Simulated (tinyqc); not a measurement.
Inside a calculation. Method: LCCD on RHF in the 3-21g basis, for H2, spin multiplicity 1. One step of it, computed by the program tinyqc.

Problem. LCCD: starting amplitudes. t_ij^ab = <ij||ab> / (e_i + e_j - e_a - e_b), whose energy is MP2.

orbital energies (hartree): MO1 -0.553457, MO2 0.223758, MO3 0.996967, MO4 1.386881

Two-electron integrals over orbitals (pq|rs), unique and non-zero (hartree):
```
(11|11) 0.608160    (21|21) 0.103175    (22|11) 0.457826    (22|22) 0.416698
(31|11) 0.147475    (31|22) 0.064766    (31|31) 0.104107    (32|21) -0.001313
(32|32) 0.035361    (33|11) 0.542529    (33|22) 0.418864    (33|31) 0.128963
(33|33) 0.507552    (41|21) -0.080629   (41|32) -0.041426   (41|41) 0.117594
(42|11) -0.140014   (42|22) -0.067371   (42|31) -0.081320   (42|33) -0.118171
(42|42) 0.079060    (43|21) -0.112945   (43|32) -0.025627   (43|41) 0.127923
(43|43) 0.167215    (44|11) 0.618866    (44|22) 0.470063    (44|31) 0.186801
(44|33) 0.573700    (44|42) -0.168572   (44|44) 0.693562
```

Give: Starting amplitudes; correlation energy.

Solution.

Starting amplitudes (spin orbitals 1a, 1b, ...; amplitudes related by a flip of all spins are not repeated):
```
from      to        t
1a 1b  2a 2b  -0.0664
1a 1b  3a 3b  -0.0336
1a 1b  4a 4b  -0.0303
1a 1b  2a 4b   0.0297
```

correlation energy = -0.018691 hartree
